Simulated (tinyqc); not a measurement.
How far the derived k.p bands hold: k.p values derived from sp3s* tight binding at Gamma.

sp3s* tight binding, nearest neighbours only: anion (a) at 0, cation (c) at a/4 (1,1,1), orbitals s, px, py, pz, s* on each; k in units of 2 pi/a. With phases e_j = exp(i (pi/2) k.n_j) for n = (1,1,1), (1,-1,-1), (-1,1,-1), (-1,-1,1): g0 = (e1+e2+e3+e4)/4, g1 = (e1+e2-e3-e4)/4, g2 = (e1-e2+e3-e4)/4, g3 = (e1-e2-e3+e4)/4. The diagonal holds the levels Esa, Epa, Exa (s*) and Esc, Epc, Exc. Anion-cation block: <sa|sc> = Vss g0; <sa|xc> = Vsapc g1; <xa|sc> = -Vscpa g1; <xa|xc> = Vxx g0; <xa|yc> = <ya|xc> = Vxy g3, <xa|zc> = <za|xc> = Vxy g2, <ya|zc> = <za|yc> = Vxy g1; <s*a|xc> = Vxapc g1; <xa|s*c> = -Vpaxc g1; y and z take g2 and g3 in place of g1; s-s* and s*-s* vanish.

Constants: hbar^2/2m0 = 3.80998211 eV angstrom^2.

Values chosen for the exercise (near a published set for InAs, fitted to gaps, whose masses and valley positions are rough; shifted at random, so the results belong to these values and not to a real crystal):
- a = 6.059 angstrom (lattice constant)
- Esa = -9.476 eV (s level of the anion)
- Epa = 0.906 eV (p level of the anion)
- Esc = -2.705 eV (s level of the cation)
- Epc = 3.683 eV (p level of the cation)
- Exa = 7.373 eV (s* level of the anion)
- Exc = 6.71 eV (s* level of the cation)
- Vss = -5.598 eV (s-s)
- Vxx = 1.826 eV (px-px)
- Vxy = 4.446 eV (px-py)
- Vsapc = 3.058 eV (s anion, p cation)
- Vscpa = 5.478 eV (s cation, p anion)
- Vxapc = 3.382 eV (s* anion, p cation)
- Vpaxc = 3.887 eV (p anion, s* cation)

Couplings:
```
pair       P (eV angstrom)  E(first) - E(second) (eV)
S+ to P-          -7.48624                    0.45106
S+ to P+          -1.17263                   -4.13684
S- to P-           1.85894                  -12.63316
s*a to P-         -2.27583                    7.37245
s*c to P-          5.27493                    6.70945
```

mass = 0.03217 m0

L, M, N (eV angstrom^2): -127.1572  -8.2182  -130.5902

Along [100]: level 5 and level 2 of the full matrix against parabolas c k^2/m and L k^2, and against the two-level form that keeps S+ and the x state of P- exactly, [[EG + (c/m - P^2/EG) k^2, P k], [P k, (L + P^2/EG) k^2]]. Energies from Ev.

Levels (eV):
```
k (1/angstrom)  c: full  c: parabola  c: two-level  v: full  v: parabola  v: two-level
0.02             0.4940       0.4984        0.4940  -0.0464      -0.0509       -0.0464
0.04             0.5918       0.6405        0.5920  -0.1547      -0.2035       -0.1549
0.06             0.7091       0.8774        0.7101  -0.2895      -0.4578       -0.2905
0.09             0.8934       1.4103        0.8970  -0.5130      -1.0300       -0.5167
0.12             1.0753       2.1563        1.0840  -0.7499      -1.8311       -0.7587
0.16             1.3058       3.4826        1.3262  -1.0777      -3.2552       -1.0988
0.20             1.5181       5.1879        1.5574  -1.4145      -5.0863       -1.4557
0.30             1.9571      11.1089        2.0802  -2.2781     -11.4441       -2.4155
```

What does the comparison show?

The conduction parabola stays within 10 meV up to k = 0.02 and the two-level form up to 0.12; for the light valence band, 0.02 and 0.12 (1/angstrom, among these rows; a dash would mean not even the first). At 0.2 the errors are +3670 and +39 meV for the conduction band. Keeping the strongest coupling exactly removes most of that error; the rest comes from higher bands and from the lattice.

Run: tinyqc, `OMP_NUM_THREADS=1 python tinyqc.py 1450119 1450120 out.jsonl`; Intel(R) Xeon(R) Processor @ 2.30GHz, one thread, shared host; about 0.01 s of CPU time with all checks.
